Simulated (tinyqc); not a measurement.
Exact and approximate size effects: heat flow across a film from the phonon Boltzmann equation in the relaxation-time approximation. Computed by tinyqc, a small Python program. Command: `OMP_NUM_THREADS=1 python tinyqc.py 3028471 3028472 out.jsonl slabbte walk`. One thread of a shared host (Intel(R) Xeon(R) Processor @ 2.30GHz), about 0.01 s of CPU time with the checks.

Two black walls, hot at x = 0 and cold at x = L, emit phonons isotropically. For one free path Lambda, with tau = x/Lambda, tau_L = L/Lambda and phi = (T - T_cold)/Delta T, energy balance gives phi(tau) = (1/2) [E2(tau) + int_0^tau_L phi(s) E1(|tau - s|) ds]; E_n are the exponential integrals. The flux over the ballistic flux C v Delta T/4 is psi = 1 - 2 int_0^tau_L phi(s) E2(s) ds, and kappa_eff/kappa = (3/4) tau_L psi. kappa = C v Lambda/3 is an input, so at fixed kappa a longer free path means a smaller C v.

Inputs (values chosen for the exercise, modelled on gallium arsenide): free path Lambda_1 = 67 nm; free path Lambda_2 = 520 nm; share f_2 of kappa = 0.4.

Free-path groups: two.

Method:
- Cut the film into n equal cells with constant phi, collocated at the centres c_i: the kernel integrates to A_ij = |E2(|c_i - e_j|) - E2(|c_i - e_(j+1)|)|/2 for cell edges e_j, and A_ii = 1 - E2(half a cell); solve (1 - A) phi = E2(c)/2; psi = 1 - 2 sum_j phi_j [E3(e_j) - E3(e_(j+1))].
- Each group is solved on its own with 150 and 300 cells, psi = (4 psi(300) - psi(150))/3, and weighted by its share of kappa (f_1 is what the others leave); exchange of energy between groups inside the film is left out.
- Two-flux: kappa_eff/kappa = sum f_i/(1 + 4 Lambda_i/(3 L)). Matthiessen with the thickness: sum f_i/(1 + Lambda_i/L). Ballistic limit: sum f_i 3 L/(4 Lambda_i).

Kappa_eff/kappa:

| L (nm) | Boltzmann | two-flux | Matthiessen | ballistic limit |
|---|---|---|---|---|
| 2 | 0.014207 | 0.014289 | 0.018924 | 0.014587 |
| 6.7 | 0.045024 | 0.045689 | 0.059634 | 0.048865 |
| 17 | 0.10293 | 0.10550 | 0.13409 | 0.12399 |
| 40 | 0.20109 | 0.20739 | 0.25287 | 0.29173 |
| 100 | 0.35721 | 0.36732 | 0.42380 | 0.72933 |
| 270 | 0.55214 | 0.56295 | 0.61742 | 1.9692 |
| 670 | 0.71611 | 0.72599 | 0.77066 | 4.8865 |
| 1700 | 0.84718 | 0.85417 | 0.88356 | 12.399 |

What follows from these numbers?

The two-flux formula lies above the Boltzmann result by at most about 3.1 % (at L = 40 nm); the Matthiessen form is high by up to 33 %, since it misses the factor 3/4 of the ballistic limit. The thinnest film reaches 97 % of that limit, and the thickest, 25 Lambda_1, only 85 % of the bulk value: the long free paths keep the size effect alive far beyond Lambda_1. Rows below about 10 nm are near the phonon wavelength, where a particle picture fails.
